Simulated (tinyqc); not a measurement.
Inside a calculation. Model: n-type polysilicon, carrier trapping at grain boundaries.

Numbers from tinyqc (`OMP_NUM_THREADS=1 python tinyqc.py 2830139 2830140 out.jsonl`; about 0.01 s on one thread of a shared Intel Xeon 2.30GHz). Printed values are rounded.

One-dimensional grains of size Lg, uniform ionised doping N, monovalent traps Qt at each boundary at a depth Et below (for electrons) or above (for holes) the band edge there, abrupt depletion of width W on each side of a boundary, Boltzmann statistics. xi is the distance from the band edge at the grain centre to the Fermi level. Trapped charge Qt/(1 + exp((xi + VB - Et)/Vt)) = 2 N W, barrier VB = q N W^2/(2 eps0 eps_r).

Inputs (values chosen for the exercise); values of the order met in polycrystalline silicon: temperature T = 400 K; relative permittivity eps_r = 11.7; conduction-band density of states at T NB = 4.31e19 cm^-3; grain size Lg = 53 nm; trap density of a grain boundary Qt = 2.4e12 cm^-2; depth of the trap level from the majority band edge at the boundary Et = 0.32 eV; mass for thermionic emission ms = 0.59 m0; correction factor of the emission rate fe = 0.12; mobility inside the grains mug = 170 cm^2/(V s); doping N = 9.5e17 cm^-3.

Constants: q = 1.602176634e-19 C, kB = 1.380649e-23 J/K, m0 = 9.1093837015e-31 kg, Vt = kB T/q, eps0 = 8.8541878128e-14 F/cm where lengths are in cm. Results are converted to the units shown.

## Starting value

W = 10 nm.

W at the start = 10 nm

## Iteration 1: new W

Partly depleted grain, xi = Vt ln(NB/N): f = 1/(1 + exp((xi + VB - Et)/Vt)), g = Qt f - 2 N W, g' = -2 Qt f (1 - f) VB/(W Vt) - 2 N, W(new) = W - g/g'.

VB = 0.0734631 V
f = 0.965694
g = 4.17666e11 cm^-2
g' = -2.23891e11 cm^-2/nm
W after iteration 1 = 11.8655 nm

## Iteration 2: new W

As before.

VB = 0.103429 V
f = 0.921882
g = -4.19261e10 cm^-2
g' = -2.77416e11 cm^-2/nm
W after iteration 2 = 11.7144 nm

## Iteration 3: new W

As before.

VB = 0.100811 V
f = 0.927180
g = -4.97618e8 cm^-2
g' = -2.70912e11 cm^-2/nm
W after iteration 3 = 11.7125 nm

## Course of the iteration

Stop when the step is below 1e-10 nm, or after 40 iterations.

Course of the iteration:
```
iteration,W before the step (nm),step (nm)
1,10,1.87
2,11.8655,-0.151
3,11.7144,-1.84e-3
4,11.7125,-2.58e-7
5,11.7125,< 1e-12
```

Converged in 5 iterations.

## Depletion width, Fermi level and barrier

If the trap equation with xi = Vt ln(NB/N) has a root W < Lg/2, the grain is partly depleted; otherwise W = Lg/2 and the trap equation gives xi = Et - VB + Vt ln(Qt/(N Lg) - 1). N* = Qt/Lg.

N* = 4.52830e17 cm^-3
W = 11.7125 nm
xi = 0.131494 V
VB = 0.100779 V
share of traps filled = 0.927241

N is 2.10 N*, and the grain is partly depleted; VB = 2.92 Vt.

## Resistivity and effective mobility

n0 = NB exp(-xi/Vt); mean density n0 (1 - 2 W/Lg) by charge balance in a partly depleted grain, and n0 (sqrt(pi)/2) erf(u)/u with u = sqrt(VB/Vt) in a fully depleted one; v = sqrt(kB T/(2 pi ms m0)); barrier resistivity Vt exp(VB/Vt)/(q fe n0 v Lg); grain resistivity (1 - 2 W/Lg)/(q n0 mug); effective mobility 1/(q mean density total resistivity).

n0 = 9.5e17 cm^-3
mean density = 5.30117e17 cm^-3
v = 4.04400e6 cm/s
barrier resistivity = 1.63867 ohm cm
grain resistivity = 0.0215658 ohm cm
resistivity = 1.66023 ohm cm
effective mobility = 7.09167 cm^2/(V s)

The resistivity is 43.0 times that of a single crystal with the same N and mobility mug, and the mean density is 55.8 % of N.
